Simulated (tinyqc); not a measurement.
Ewald sum of point charges, zinc blende, strained along z by a factor 0.98, lattice, step by step. Computed by tinyqc, a small Python program that keeps every step. Command: `OMP_NUM_THREADS=1 python tinyqc.py 24014 24015 out.jsonl` (the two numbers bound the seeds that draw the settings). One thread of a shared host (Intel(R) Xeon(R) Processor @ 2.60GHz), about 0.03 s of CPU time with the checks.

## Ewald sum with eta = 0.348 1/bohr

cell vectors (rows) (bohr):
```
        1       2       3
1  0.0000  5.5350  5.4240
2  5.5350  0.0000  5.4240
3  5.5350  5.5350  0.0000
```

Charges:
```
q            f1      f2      f3
1.0000   0.0000  0.0000  0.0000
-1.0000  0.2500  0.2500  0.2500
```

Real space: 1/2 sum q_i q_j erfc(eta r)/r over all images with r > 0; reciprocal space: (2 pi/V) sum_(G != 0) exp(-G^2/4 eta^2)/G^2 |S(G)|^2 with S(G) = sum q exp(i G.r); self term -eta/sqrt(pi) sum q^2; background -pi Q^2/(2 V eta^2), Q the total charge.

Real-space shells (first ones):
```
r (bohr)  pairs  sum (hartree)
4.7616        8        -0.0161
7.7496       16       1.41e-04
7.8277        8       5.98e-05
9.0284        8      -3.92e-06
9.1622       16      -5.68e-06
10.8480       4       1.72e-08
11.0700       8       1.84e-08
11.9493      16      -2.73e-09
12.0506       8      -1.00e-09
13.3773      16       2.75e-11
13.5130      32       3.46e-11
14.1135       8              0
```

Reciprocal shells (first ones that count):
```
G^2 (1/bohr^2)  vectors  sum (hartree)
0.9798                8         0.0408
1.2886                4         0.0164
1.3419                2         0.0071
3.5570               16       1.10e-04
3.6636                8       4.29e-05
3.9191                8       4.73e-05
6.1343                8       1.56e-07
6.2408               16       2.46e-07
6.4431                8       1.57e-07
6.4964                8       1.40e-07
6.6562                8       9.79e-08
8.7115               16       1.08e-09
```

## The total does not depend on eta

The same sums for other eta.

Totals (hartree per cell):
```
eta          real  reciprocal     self  background      total
0.3480    -0.0159      0.0645  -0.3927      0.0000  -0.344008
0.4950    -0.0007      0.2153  -0.5585      0.0000  -0.344008
0.5810  -7.68e-05      0.3117  -0.6556      0.0000  -0.344008
```

shortest distance = 4.7616 bohr

Madelung constant -E d / (formula units |q+ q-|) = 1.6380
